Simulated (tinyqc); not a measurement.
The choice of windows: ionisation potential and affinity of a slab from the planar-averaged potential.

A model of the planar-averaged electrostatic energy of an electron in a periodic cell of N1 periods of A (L1 = N1 n1 h) and N2 periods of vacuum (L2 = N2 n2 h), on z_j = j h: V(z) = f VA + (1 - f) VB + F t(z), VA = V1[0] + V1[1] cos(2 pi z/(n1 h)) + V1[2] cos(4 pi z/(n1 h)), VB the same with V2, n2 and z - L1. f = [tanh(z/w) - tanh((z - L1)/w) + tanh((z - L1 - L2)/w)]/2 + 1/2; t(z) = z - L1/2 in A and (L1/L2)(L1 + L2/2 - z) beyond, so that the cell is periodic.

Running mean over n points, periodic: for odd n the plain mean of the n points centred on j; for even n the n + 1 points with half weight at both ends. The macroscopic average applies the mean over n1 points and then over n2 points.

Values chosen for the exercise (gap near that of GaN; shifted at random, so the results belong to these values and not to a real crystal):
- h = 0.25 angstrom (grid step)
- n1 = 5 (grid points per period of A)
- n2 = 6 (grid points per period of the vacuum filter)
- N1 = 4 (periods of A)
- N2 = 4 (periods of vacuum)
- V1 = (-6.67, 3.27, 0.17) eV (mean and two harmonics of the potential in A)
- V2 = (0, 0, 0) eV (the same in vacuum)
- w = 0.52 angstrom (width of the interfaces)
- F = 0 eV/angstrom (slope in A from opposite charges on the two interfaces)

dV read at j = 10 and 32 after means over the numbers of points listed; ripple is the spread over the five points around each.

Results:

| windows | dV (eV) | ripple in A (meV) | ripple in vacuum (meV) |
|---|---|---|---|
| none | 3.229 | 6029 | 0 |
| 5 only | 6.667 | 5 | 1 |
| 6 only | 7.098 | 796 | 2 |
| 6, 7 | 6.555 | 149 | 4 |
| 5, 6 | 6.663 | 16 | 3 |

Which rows can be used, and how does a wrong window show?

The last row matches both periods and lies -7 meV from the value of a thick cell, V2[0] - V1[0] = 6.670 eV. Against it the raw potential errs by -3.43 eV. Within 20 meV of it lie: 5 only. A window one point too long leaves a ripple of 796 meV in A, against 16 meV in the last row: the ripple is the sign to look for. Rows to use, with under 30 meV of ripple in both regions once the tilt is taken off: 5 only and 5, 6. A row with a large ripple can hit the right value only by chance.

Computed by tinyqc, a small Python program: `OMP_NUM_THREADS=1 python tinyqc.py 1851241 1851242 out.jsonl` (the numbers bound the seed that draws the inputs); one thread of a shared host (Intel(R) Xeon(R) Processor @ 2.30GHz), about 0.01 s for the whole set of steps.
